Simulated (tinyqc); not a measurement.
Inside a calculation. Method: Pariser-Parr-Pople SCF with singles CI, for the molecule c1ccc2cccc-2cc1 (SMILES; centres numbered as the heavy atoms are written). Computed by tinyqc, a small Python program that keeps every step. Settings: charge = 0, gamma = MN, start = huckel, damping = 0, iteration cap = 74, excitations kept = 4. Command: `OMP_NUM_THREADS=1 python tinyqc.py 22767 22768 out.jsonl` (the two numbers bound the seeds that draw the settings). One thread of a shared host (Intel(R) Xeon(R) Processor @ 2.60GHz), about 0.02 s of CPU time with the checks. Later iterations appear only in the table of the cycle.

## PPP integrals

Centres (angstrom, eV; a flat drawing with bonds scaled to 1.40 angstrom):
```
centre,x,y,core charge z,W,gamma_rr
1C,2.531000,0.000000,1,11.790000,10.350000
2C,1.924000,1.261000,1,11.790000,10.350000
3C,0.559000,1.573000,1,11.790000,10.350000
4C,-0.536000,0.700000,1,11.790000,10.350000
5C,-1.867000,1.133000,1,11.790000,10.350000
6C,-2.690000,0.000000,1,11.790000,10.350000
7C,-1.867000,-1.133000,1,11.790000,10.350000
8C,-0.536000,-0.700000,1,11.790000,10.350000
9C,0.559000,-1.573000,1,11.790000,10.350000
10C,1.924000,-1.261000,1,11.790000,10.350000
```

Resonance integrals (eV):
```
i,j,beta
1,2,-2.170000
2,3,-2.170000
3,4,-2.170000
4,5,-2.170000
5,6,-2.170000
6,7,-2.170000
7,8,-2.170000
8,9,-2.170000
9,10,-2.170000
10,1,-2.170000
8,4,-2.170000
```

Mataga-Nishimoto: gamma = 14.399645/(R + a), a = 2 x 14.399645/(gamma_rr + gamma_ss); H_rr = -W_r - sum_(s != r) z_s gamma_rs; H_rs = beta for bonds.

repulsion gamma_rs (eV), lower triangle:
```
,1C,2C,3C,4C,5C,6C,7C,8C,9C,10C
1C,10.350000
2C,5.159759,10.350000
3C,3.679206,5.158439,10.350000
4C,3.173728,3.678609,5.158053,10.350000
5C,2.427098,2.777479,3.733526,5.159442,10.350000
6C,2.177716,2.332122,2.879339,3.938464,5.158143,10.350000
7C,2.427098,2.451046,2.865294,3.938052,3.937266,5.158143,10.350000
8C,3.173728,3.173658,3.678751,5.158815,3.938052,3.938464,5.159442,10.350000
9C,3.679206,3.173918,3.173636,3.678751,2.865294,2.879339,3.733526,5.158053,10.350000
10C,5.159759,3.679696,3.173918,3.173658,2.451046,2.332122,2.777479,3.678609,5.158439,10.350000
```

core matrix H (eV), lower triangle:
```
,1C,2C,3C,4C,5C,6C,7C,8C,9C,10C
1C,-42.847298
2C,-2.170000,-43.374726
3C,0.000000,-2.170000,-45.290163
4C,0.000000,0.000000,-2.170000,-48.847572
5C,0.000000,0.000000,0.000000,-2.170000,-44.237345
6C,0.000000,0.000000,0.000000,0.000000,-2.170000,-42.583851
7C,0.000000,0.000000,0.000000,0.000000,0.000000,-2.170000,-44.237345
8C,0.000000,0.000000,0.000000,-2.170000,0.000000,0.000000,-2.170000,-48.847572
9C,0.000000,0.000000,0.000000,0.000000,0.000000,0.000000,0.000000,-2.170000,-45.290163
10C,-2.170000,0.000000,0.000000,0.000000,0.000000,0.000000,0.000000,0.000000,-2.170000,-43.374726
```

## Starting guess

pi electrons, sum of z_r less the charge = 10

Orbitals of the Hueckel matrix of the beta values.

P at the start, lower triangle:
```
,1C,2C,3C,4C,5C,6C,7C,8C,9C,10C
1C,0.870001
2C,0.638899,0.986447
3C,0.142691,0.664039,0.854946
4C,-0.217049,0.011190,0.585798,1.027428
5C,0.017140,-0.226883,0.011190,0.595632,1.172879
6C,0.176598,0.017140,-0.217049,-0.074358,0.656039,1.046600
7C,0.017140,0.186432,-0.068408,-0.231000,-0.200638,0.656039,1.172879
8C,-0.217049,-0.068408,0.172482,0.400945,-0.231000,-0.074358,0.595632,1.027428
9C,0.142691,-0.242189,-0.184853,0.172482,-0.068408,-0.217049,0.011190,0.585798,0.854946
10C,0.638899,0.026246,-0.242189,-0.068408,0.186432,0.017140,-0.226883,0.011190,0.664039,0.986447
```

## Iteration 1: Fock matrix

F_rr = H_rr + P_rr gamma_rr / 2 + sum_(s != r) P_ss gamma_rs; F_rs = H_rs - P_rs gamma_rs / 2; E = tr P (H + F) / 2 + core repulsion sum_(r<s) z_r z_s gamma_rs.

F (eV), lower triangle:
```
,1C,2C,3C,4C,5C,6C,7C,8C,9C,10C
1C,-7.380208
2C,-3.818282,-7.413894
3C,-0.262495,-3.882703,-6.899879
4C,0.344427,-0.020581,-3.680788,-6.362535
5C,-0.020801,0.315082,-0.020889,-3.706564,-5.893357
6C,-0.192290,-0.019987,0.312479,0.146428,-3.861972,-5.555965
7C,-0.020801,-0.228477,0.098004,0.454844,0.394982,-3.861972,-5.893357
8C,0.344427,0.108551,-0.317259,-3.204200,0.454844,0.146428,-3.706564,-6.362535
9C,-0.262495,0.384345,0.293328,-0.317259,0.098004,0.312479,-0.020889,-3.680788,-6.899879
10C,-3.818282,-0.048288,0.384345,0.108551,-0.228477,-0.019987,0.315082,-0.020581,-3.882703,-7.413894
```

pi energy = -132.696550 eV

## Iteration 1: orbitals and new P

Diagonalise F (the basis is taken as orthonormal) and form P = 2 sum c c over the lowest orbitals.

orbital energies (eV): -14.583831  -12.979795  -12.434170  -10.161396  -9.132948  -4.215124  -3.322720  -0.821321  0.691453  0.884351

P after iteration 1, lower triangle:
```
,1C,2C,3C,4C,5C,6C,7C,8C,9C,10C
1C,0.922820
2C,0.644470,1.026320
3C,0.099166,0.654898,0.884809
4C,-0.231783,-0.017344,0.605267,1.015758
5C,0.034129,-0.233970,0.026841,0.609054,1.112680
6C,0.184164,0.002684,-0.229958,-0.025864,0.655350,0.998046
7C,0.034129,0.194331,-0.110394,-0.248995,-0.135263,0.655350,1.112680
8C,-0.231783,-0.022330,0.196478,0.326593,-0.248995,-0.025864,0.609054,1.015758
9C,0.099166,-0.247277,-0.126965,0.196478,-0.110394,-0.229958,0.026841,0.605267,0.884809
10C,0.644470,-0.024798,-0.247277,-0.022330,0.194331,0.002684,-0.233970,-0.017344,0.654898,1.026320
```

## Iteration 2: Fock matrix

As before.

F (eV), lower triangle:
```
,1C,2C,3C,4C,5C,6C,7C,8C,9C,10C
1C,-6.947681
2C,-3.832655,-7.047416
3C,-0.182425,-3.859126,-6.764163
4C,0.367808,0.031901,-3.730999,-6.517267
5C,-0.041417,0.324923,-0.050107,-3.741189,-6.264784
6C,-0.200528,-0.003130,0.331064,0.050931,-3.860193,-6.047209
7C,-0.041417,-0.238158,0.158155,0.490278,0.266283,-3.860193,-6.264784
8C,0.367808,0.035434,-0.361398,-3.012415,0.490278,0.050931,-3.741189,-6.517267
9C,-0.182425,0.392418,0.201471,-0.361398,0.158155,0.331064,-0.050107,-3.730999,-6.764163
10C,-3.832655,0.045624,0.392418,0.035434,-0.238158,-0.003130,0.324923,0.031901,-3.859126,-7.047416
```

pi energy = -132.869263 eV

## Iteration 2: orbitals and new P

As before.

orbital energies (eV): -14.474705  -12.944467  -12.271915  -10.406219  -9.377084  -4.037320  -3.177437  -0.516498  0.291649  0.731844

P after iteration 2, lower triangle:
```
,1C,2C,3C,4C,5C,6C,7C,8C,9C,10C
1C,0.922766
2C,0.644945,1.022395
3C,0.098205,0.655284,0.890783
4C,-0.232827,-0.018842,0.606702,1.017123
5C,0.030991,-0.231101,0.025191,0.610536,1.107377
6C,0.180281,0.004381,-0.227653,-0.025650,0.656692,1.001878
7C,0.030991,0.193202,-0.103696,-0.253545,-0.130781,0.656692,1.107377
8C,-0.232827,-0.022313,0.200370,0.314185,-0.253545,-0.025650,0.610536,1.017123
9C,0.098205,-0.249177,-0.124467,0.200370,-0.103696,-0.227653,0.025191,0.606702,0.890783
10C,0.644945,-0.021259,-0.249177,-0.022313,0.193202,0.004381,-0.231101,-0.018842,0.655284,1.022395
```

## Convergence

Stop when output and input P, before any damping, agree to 1e-7.

Course of the cycle:
```
iteration,E (eV),largest |P(out) - P(in)|
1,-132.69655046,7.44e-02
2,-132.86926303,1.24e-02
3,-132.87293631,4.41e-03
4,-132.87337472,1.57e-03
5,-132.87343478,5.77e-04
6,-132.87344359,2.17e-04
7,-132.87344498,8.37e-05
8,-132.87344522,3.30e-05
9,-132.87344527,1.33e-05
10,-132.87344528,5.82e-06
11,-132.87344528,3.01e-06
12,-132.87344528,1.56e-06
13,-132.87344528,8.02e-07
14,-132.87344528,4.13e-07
15,-132.87344528,2.12e-07
16,-132.87344528,1.09e-07
17,-132.87344528,5.61e-08
```

Converged in 17 iterations.

## Converged orbitals

Charges are z - P_rr.

orbital energies (eV): -14.465684  -12.944400  -12.266348  -10.408857  -9.387208  -4.022313  -3.170841  -0.515441  0.293464  0.730651

coefficients:
```
,MO1,MO2,MO3,MO4,MO5,MO6,MO7,MO8,MO9,MO10
1C,0.291252,0.508494,0.000000,0.344841,0.000000,0.503913,0.000000,0.500667,-0.181920,0.000000
2C,0.301960,0.380349,0.382405,0.120058,-0.337488,-0.132270,0.466602,-0.440473,0.195523,0.148831
3C,0.342028,0.077573,0.490434,-0.263730,-0.115395,-0.436388,-0.385959,0.264132,-0.217360,-0.311760
4C,0.412278,-0.256126,0.280178,-0.308928,0.314444,0.335174,-0.174589,-0.018041,0.237324,0.540504
5C,0.243853,-0.311615,0.186391,0.296192,0.523365,0.039450,0.320681,-0.231755,-0.447699,-0.297508
6C,0.199925,-0.338612,0.000000,0.588913,0.000000,-0.320025,0.000000,0.337189,0.531452,0.000000
7C,0.243853,-0.311615,-0.186391,0.296192,-0.523365,0.039450,-0.320681,-0.231755,-0.447699,0.297508
8C,0.412278,-0.256126,-0.280178,-0.308928,-0.314444,0.335174,0.174589,-0.018041,0.237324,-0.540504
9C,0.342028,0.077573,-0.490434,-0.263730,0.115395,-0.436388,0.385959,0.264132,-0.217360,0.311760
10C,0.301960,0.380349,-0.382405,0.120058,0.337488,-0.132270,-0.466602,-0.440473,0.195523,-0.148831
```

pi charges: 1C 0.075382, 2C -0.020781, 3C 0.107209, 4C -0.016769, 5C -0.105902, 6C -0.002894, 7C -0.105902, 8C -0.016769, 9C 0.107209, 10C -0.020781

## Singles CI, singlets

Over the 4 single excitations with the smallest orbital gaps: A = (e_a - e_i) delta + 2 (ia|jb) - (ij|ab), with (pq|rs) = sum c_mp c_mq gamma_mn c_nr c_ns. f = 2/3 w |mu|^2 in atomic units, mu = sqrt2 sum c_ia sum_m c_mi c_ma R_m.

singlet CI matrix (eV), lower triangle:
```
,5>6,5>7,4>6,4>7
5>6,1.920882
5>7,0.000000,3.735553
4>6,0.000000,-0.611081,3.870633
4>7,0.496707,0.000000,0.000000,4.335708
```

singlet excitation energies (eV): 1.822705  3.188291  4.417895  4.433885

oscillator strengths: 0.030777  0.007462  1.870844  0.532163

## Singles CI, triplets

Over the 4 single excitations with the smallest orbital gaps: A = (e_a - e_i) delta - (ij|ab), with (pq|rs) = sum c_mp c_mq gamma_mn c_nr c_ns.

triplet CI matrix (eV), lower triangle:
```
,5>6,5>7,4>6,4>7
5>6,1.404944
5>7,0.000000,1.987813
4>6,0.000000,-0.125597,2.153478
4>7,-0.125597,0.000000,0.000000,3.363928
```

triplet excitation energies (eV): 1.396925  1.920194  2.221098  3.371947
